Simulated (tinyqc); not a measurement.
Ballistic Schottky-barrier transistor with a two-dimensional channel, WKB contacts: one step of the calculation.

Source Fermi level 0, drain Fermi level -Vd. Far from the contacts Ec = pn - psi, and the gate moves psi one to one; the band edges relax as exp(-x/lam) from pn at the source and pn - Vd at the drain; Ev = Ec - Eg. A carrier of energy w inside the channel band meets at a contact a barrier of height D (the contact edge beyond the channel edge): T = 1 for w >= D, else exp(-S), S = 4 lam sqrt(m/C) [sqrt(D - w) - sqrt(w) arctan sqrt((D - w)/w)], C = hbar^2/(2 m0). The two contacts combine as Ts Td/(Ts + Td - Ts Td).

Problem. Current of the holes on a coarse grid. I/W = g (2 q^2/h) int T(w) [N(Es + w) - N(Ed + w)] dw with w the energy of motion along the channel, N(y) = (1/2 pi) sqrt(pi m kB T/C) Fm(-y/kB T), Fm(x) = (1/sqrt(pi)) int_0^infinity u^(-1/2)/(1 + exp(u - x)) du. Electrons: Ds = psi, Dd = psi - Vd, Es = Ec, Ed = Ec + Vd. Holes: Ds = -psi, Dd = Vd - psi, Es = -Ev, Ed = -Ev - Vd. The size of each current is taken; both flow from drain to source and add. Simpson's rule on nE equally spaced w from 0 to wm.

Inputs (values chosen for the exercise); channel values close to those of a black phosphorus layer: temperature T = 300 K; band gap Eg = 0.664 eV; barrier for electrons at both contacts pn = 0.49 eV; hole mass mp = 0.15 m0; valleys or subbands g = 1; screening length at the contacts lam = 1.6 nm; drain bias Vd = 0.7 V; band shift psi of the channel by the gate ps = 0.48 V; upper end of the grid wm = 0.4 eV; points of the grid nE = 13.

Constants: q = 1.602176634e-19 C, kB = 1.380649e-23 J/K, hbar = 1.054571817e-34 J s, h = 6.62607015e-34 J s, m0 = 9.1093837015e-31 kg, Vt = kB T/q, hbar^2/(2 m0) = 0.0380998212 eV nm^2. Results are converted to the units shown.

Find: w; Ts; Td; T; size of the supply difference; current.

Solution.

```
point	w (eV)	Ts	Td	T	size of the supply difference (1/um)
0	0.00000	1.0000	0.0025895	0.0025895	123.37
1	0.03333	1.0000	0.062560	0.062560	72.309
2	0.06667	1.0000	0.17665	0.17665	31.007
3	0.10000	1.0000	0.34567	0.34567	10.258
4	0.13333	1.0000	0.55314	0.55314	2.9976
5	0.16667	1.0000	0.76815	0.76815	0.83993
6	0.20000	1.0000	0.94506	0.94506	0.23246
7	0.23333	1.0000	1.0000	1.0000	0.064113
8	0.26667	1.0000	1.0000	1.0000	0.017666
9	0.30000	1.0000	1.0000	1.0000	0.0048663
10	0.33333	1.0000	1.0000	1.0000	0.0013404
11	0.36667	1.0000	1.0000	1.0000	3.6920e-4
12	0.40000	1.0000	1.0000	1.0000	1.0169e-4
```

current = 43.221 uA/um

Range of the model: No scattering, image-force lowering, channel charge or band-to-band tunnelling; parabolic kappa overstates S deep in the gap.

Computed by the program tinyqc: `OMP_NUM_THREADS=1 python tinyqc.py 2390004 2390005 out.jsonl`, one thread of a shared Intel Xeon 2.30GHz, about 0.3 s for the whole run.
